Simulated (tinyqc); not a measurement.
What the corrections do to the levels: formation energy of a charged point defect from supercell energies. Computed by tinyqc, a small Python program. Command: `OMP_NUM_THREADS=1 python tinyqc.py 3004819 3004820 out.jsonl formation walk`. One thread of a shared host (Intel(R) Xeon(R) Processor @ 2.30GHz), about 0.01 s of CPU time with the checks.

The host is a compound AB. Making the defect adds n_A = 0, n_B = -1, n_X = 1 atoms to the cell. All total energies are inputs. E_F is counted from the valence-band maximum (VBM); x = 0 is A-rich and x = 1 B-rich growth.

Inputs (values chosen for the exercise, with gap and screening modelled on GaP):
```
quantity                      value      unit
E_VBM of the host cell         4.72        eV
potential alignment dV         0.13        eV
dielectric constant eps        10.8         -
cell length L                  17.4  angstrom
mu_B of the pure element     -2.316        eV
formation enthalpy dH of AB  -0.847        eV
growth condition x             0.41         -
mu_X of the pure element     -4.435        eV
formation enthalpy of AX       -1.7        eV
```

Defect: impurity X on a B site. Supercell lattice: bcc.

charge states q: 1  0  -1

E(defect, q) - E(host), in the order of q (eV): -3.394  1.932  8.011

Constants: e^2/(4 pi eps_0) = 14.39964548 eV angstrom.

Method:
- dmu_A = x dH and dmu_B = (1 - x) dH, so that dmu_A + dmu_B = dH; mu = mu(element) + dmu. The impurity is held at its solubility limit: dmu_X = min(0, dH(AX) - dmu_A).
- The reservoir term is sum n_i mu_i.
- Image-charge correction of a point charge in a neutralising background: E_corr = q^2 alpha e^2/(4 pi eps_0) / (2 eps L), alpha = 2.888462 for a bcc array with L the cube root of the volume.
- E_f(q, E_F) = [E(defect, q) - E(host)] - sum n_i mu_i + q (E_VBM + dV + E_F) + E_corr(q).
- Levels eps(q/q-1) with the terms q dV and E_corr left out or kept.

E_f(q, 0) (eV): (q=+1) 4.53867, (q=0) 4.90400, (q=-1) 6.24367

E_corr (eV): (q=+1) 0.110666, (q=0) 0.000000, (q=-1) 0.110666

Levels above the VBM (eV):
```
level      raw  with alignment  with image charge  with both
(+1/0)  0.6060          0.4760             0.4953     0.3653
(0/-1)  1.3590          1.2290             1.4697     1.3397
```

What does the comparison show, and why?

Alignment moves every level by -dV = -0.130 eV. The image term moves eps(q/q-1) by (1 - 2q) E_corr(1): (+1/0) by -0.111, (0/-1) by +0.111 eV, donor levels down and acceptor levels up. It adds 2 E_corr(1) = 0.221 eV to every U.
